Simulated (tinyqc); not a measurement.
Ways to average over directions: averaged masses of warped heavy- and light-hole bands.

Four-band hole energies E = c k^2 f(u), c = hbar^2/2m0, f = g1 -/+ 2 sqrt(g2^2 + 3 (g3^2 - g2^2) s), s = ux^2 uy^2 + uy^2 uz^2 + uz^2 ux^2 for the unit vector u; minus for heavy, plus for light holes; the mass along u is 1/f.

Grid: n x n midpoints in cos(theta) from 0 to 1 and phi from 0 to pi/2, equal weights. m_d = <f^(-3/2)>^(2/3). Conductivity mass for one scattering time: 1/m_c = <|w|^2 f^(-5/2)>/<f^(-3/2)> with w = grad_k(k^2 f)/(2 k), that is |w|^2 = f^2 + |angular gradient of f|^2/4.

Inputs chosen for the exercise (out of a larger set: near those of Ge; not measured data): g1 = 13.49 (Luttinger gamma1); g2 = 4.18 (gamma2); g3 = 5.7 (gamma3).

Heavy and light m_d on grids of growing n, against n = 160; also the three-direction rule <F> = (10 F[100] + 16 F[110] + 9 F[111])/35 and the spherical masses 1/(g1 (1 -/+ mu)), mu = (6 g3 + 4 g2)/(5 g1).

Masses (m0):
```
method             heavy   light  error heavy (%)  error light (%)
grid n = 1        0.4692  0.0402            41.57            -4.55
grid n = 2        0.3377  0.0418             1.88            -0.88
grid n = 3        0.3351  0.0420             1.10            -0.41
grid n = 5        0.3325  0.0421             0.32            -0.17
grid n = 10       0.3317  0.0421             0.08            -0.04
grid n = 160      0.3314  0.0422             0.00             0.00
three directions  0.3521  0.0423             6.23             0.37
spherical         0.3025  0.0422            -8.74             0.19
[100] alone       0.1949  0.0458           -41.19             8.55
```

The heavy mass is within 1 % from grid n = 5 on. Three directions err by +6.23 %, the spherical form by -8.74 % and [100] alone by -41.2 %; for light holes the same three err by +0.37, +0.19 and +8.6 %. The power -3/2 weights the heavy directions near [111], which a mean of f misses.

Program tinyqc; command `OMP_NUM_THREADS=1 python tinyqc.py 1050986 1050987 out.jsonl`; about 0.01 s on one thread of a shared Intel(R) Xeon(R) Processor @ 2.30GHz.
